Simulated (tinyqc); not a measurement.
# Programming of a floating-gate cell by Fowler-Nordheim tunnelling: effects of single changes

Per tunnel area the floating gate has Ctun = 3.9 eps0/tox to the channel (0 V) and Ccg to the control gate, Ct = Ctun/(1 - ag), no other coupling. With the threshold shift U = -Q/Ccg the field is F = ag (Vg - U)/tox, and dU/dt = J/Ccg. Fowler-Nordheim: J = A F^2 exp(-B/F), A = q^2/(16 pi^2 hbar mo phi) (times 1e14 for A/cm^2 with F in V/nm, emitter mass m0), B = (4/3) sqrt(mo/C) phi^1.5, C = hbar^2/(2 m0).

Inputs (values chosen for the exercise); oxide values close to those of silicon dioxide:
```
symbol,value,unit,meaning
phi,3.12,eV,tunnel barrier
mo,0.47,m0,tunnelling mass
tox,8.6,nm,tunnel oxide thickness
ag,0.63,,coupling ratio Ccg/Ct
Vt0,-1.1,V,threshold shift at the start
Vg,17.3,V,control-gate voltage
```

Constants: q = 1.602176634e-19 C, hbar = 1.054571817e-34 J s, m0 = 9.1093837015e-31 kg, eps0 = 8.8541878128e-14 F/cm where lengths are in cm, hbar^2/(2 m0) = 0.0380998212 eV nm^2. Results are converted to the units shown.

Each table varies one quantity; the others keep the values above.

## Programming by a staircase of pulses

Pulse i = 1, 2, ... has the height 15.8 V + (i - 1) 0.5 V and lasts 1.1 us; each starts from the U that the last one left. Exact: exp(B/F(t)) = exp(B/F(0)) + K t, K = A B ag/(Ccg tox), and U = Vg - tox F/ag.

Programming by a staircase of pulses:
```
N   last pulse (V)     U (V)  gain of the last pulse (V)  F at its end (V/nm)
1           15.800  -0.90053                     0.19947               1.2234
2           16.300  -0.61850                     0.28203               1.2394
3           16.800  -0.26204                     0.35646               1.2499
4           17.300   0.15058                     0.41262               1.2563
6           18.300    1.0722                     0.47200               1.2620
8           19.300    2.0488                     0.49177               1.2638
11          20.800    3.5407                     0.49875               1.2643
14          22.300    5.0395                     0.49981               1.2644
18          24.300    7.0393                     0.49998               1.2644
```

The gain of a pulse rises from 0.199 to 0.500 V and settles at the step of 0.5 V: the field at the end of a pulse becomes steady, 1.26 V/nm, so U follows the gate one to one whatever it started from. It is within 5 % of the step from pulse 8 on among the rows. In every row the field stays above 10 MV/cm, which wears the oxide.

## Threshold shift against time

Same model as above.

Results:
```
t (s)    F (V/nm)  J (A/cm^2)     U (V)  dU/dlog10 t (V)
3.1e-8     1.3449     0.88134   -1.0591         0.092016
1.6e-7     1.3338     0.73844  -0.90703          0.39792
7.8e-7     1.2977     0.40841  -0.41496           1.0729
2e-5       1.1461    0.022935    1.6549           1.5448
9.8e-5     1.0718   0.0042082    2.6695           1.3889
0.00049    1.0049   7.4410e-4    3.5830           1.2280
0.0025    0.94494   1.2912e-4    4.4008           1.0872
0.012     0.89362   2.4063e-5    5.1013          0.97252
0.061     0.84599   4.2428e-6    5.7515          0.87166
```

Estimate the missing row, t = 3.9e-6 s.

Computed row:
```
t (s)   F (V/nm)  J (A/cm^2)    U (V)  dU/dlog10 t (V)
3.9e-6    1.2280     0.11826  0.53663           1.5534
```

With this row back in the table: U rises from -1.06 to 5.75 V, while J falls by 5.32 decades, at the end as t^(-1.07). Well past t0 = 7.11e-7 s the stored charge chokes the field and U gains only 0.872 V a decade. In every row the starting field exceeds 12 MV/cm, where the oxide would wear out or break down quickly.

Range of the model: Programming fields of 10 MV/cm and more wear the oxide; trapping and the channel potential are ignored.

Numbers from tinyqc (`OMP_NUM_THREADS=1 python tinyqc.py 2130105 2130106 out.jsonl`; about 0.02 s on one thread of a shared Intel Xeon 2.30GHz).
